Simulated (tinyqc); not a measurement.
# Which input was changed?

Model: scattering rates of a carrier in a spherical band by Fermi's golden rule. Computed by tinyqc, a small Python program. Command: `OMP_NUM_THREADS=1 python tinyqc.py 3002921 3002922 out.jsonl scatter which`. One thread of a shared host (Intel(R) Xeon(R) Processor @ 2.30GHz), about 0.03 s of CPU time with the checks.

All processes here are isotropic or elastic, and the rate listed is the momentum relaxation rate.

Inputs (values chosen for the exercise, modelled on holes in silicon): density-of-states mass of one valley m = 0.508 m_0; non-parabolicity alpha = 0.27 1/eV; static permittivity eps_s = 11.7; density rho = 2329 kg/m^3; sound velocity v_l = 9150 m/s; acoustic deformation potential D_A = 5.6 eV; phonon energy hbar w = 64.1 meV; optical or intervalley deformation potential D_o = 8.4 1e8 eV/cm; final valleys Z_f = 1; ionised impurity density N_I = 7.5e+16 1/cm^3; temperature T = 100 K; carrier energy E = 190 meV.

Crystal: non-polar. Band: Kane. Impurity formula: Conwell-Weisskopf. Further scattering: none.

Constants: k_B = 1.380649e-23 J/K; e = 1.602176634e-19 C; hbar = 1.054571817e-34 J s; m_0 = 9.1093837015e-31 kg; hbar = 6.582119569e-16 eV s; k_B = 8.617333262e-05 eV/K; eps_0 = 8.8541878128e-12 F/m.

Method:
- Kane band: hbar^2 k^2/(2 m) = E (1 + alpha E), speed v = hbar k/(m (1 + 2 alpha E)), states per spin, volume and energy g(E) = m k (1 + 2 alpha E)/(2 pi^2 hbar^2); overlap factors are set to 1. Masses are multiplied by m_0 and all formulas are in SI units.
- Acoustic deformation potential (elastic, equipartition, absorption and emission together): 1/tau = 2 pi k_B T D_A^2 g(E)/(hbar rho v_l^2).
- Phonon occupation N_q = 1/(exp(hbar w/(k_B T)) - 1).
- Optical or intervalley deformation potential: 1/tau = (pi Z_f D_o^2/(rho w)) [N_q g(E + hbar w) + (N_q + 1) g(E - hbar w)], with g = 0 below the band edge.
- Singly charged impurities, momentum relaxation: 1/tau = N_I e^4 m (1 + 2 alpha E) Phi/(8 pi (eps_s eps_0)^2 hbar^3 k^3), with alpha = 0 for a parabolic band.
- Conwell-Weisskopf: Phi = ln(1 + y^2), y = 4 pi eps_s eps_0 E N_I^(-1/3)/e^2 (largest impact parameter N_I^(-1/3)/2).
- Rates add: 1/tau_m is the sum, and the mean free path is v tau_m.

Question. One of these inputs alone was changed, within the range given: density-of-states mass of one valley m (0.254 to 1.016); static permittivity eps_s (5.85 to 23.4); phonon energy hbar w (32.05 to 128.2); temperature T (50 to 200). Which one, and to what value?

Results:
```
run     mean free path (nm)  momentum relaxation time tau_m (fs)  acoustic rate (1/s)
before             38.01589                             112.7066         1.288164e+12
after              46.21253                             130.3739         1.109973e+12
```

Answer.

Each candidate set to reproduce mean free path, and what it then gives:
```
candidate                                     range searched  value needed  momentum relaxation time tau_m (fs)  acoustic rate (1/s)
density-of-states mass of one valley m (m_0)  0.254 to 1.016        0.4600                               130.37           1.1100e+12
static permittivity eps_s                       5.85 to 23.4  out of reach                                    -                    -
phonon energy hbar w (meV)                    32.05 to 128.2         76.47                               137.01           1.2882e+12
temperature T (K)                                  50 to 200  out of reach                                    -                    -
```

Only density-of-states mass of one valley m fits every result: it went from 0.508 to 0.460 m_0. The next best candidate, phonon energy hbar w, misses one result by 16 %.

Caution: the largest acoustic phonon energy 2 hbar v_l k is not small against k_B T, so equipartition is a rough assumption.
